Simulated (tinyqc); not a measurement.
# Mobility and threshold from two currents

Question. In the linear region I = mu Cox (W/L) [(Vgs - VT) Vds - m Vds^2/2], Cox = eps0 eox/tox. Find mu and VT.

Parameters, values chosen for the exercise:
- eox = 7.74 (relative permittivity of the gate insulator)
- tox = 11 nm (insulator thickness)
- W = 10 um (gate width)
- L = 2 um (gate length)

Constants: eps0 = 8.8541878128e-14 F/cm where lengths are in cm. Results are converted to the units shown.

I at Vgs = 2.38 and 2.88 V, Vds = 0.05 V (uA): 37.815407  89.213967
m = 1.0884042

Solution. The slope dI/dVgs is mu Cox (W/L) Vds; the line meets zero current at VT + m Vds/2.

mu = 660.0 cm^2/(V s)
VT = 1.985 V

Program tinyqc, `OMP_NUM_THREADS=1 python tinyqc.py 2360101 2360102 out.jsonl`; Intel Xeon 2.30GHz, shared host, one thread, about 0.06 s.
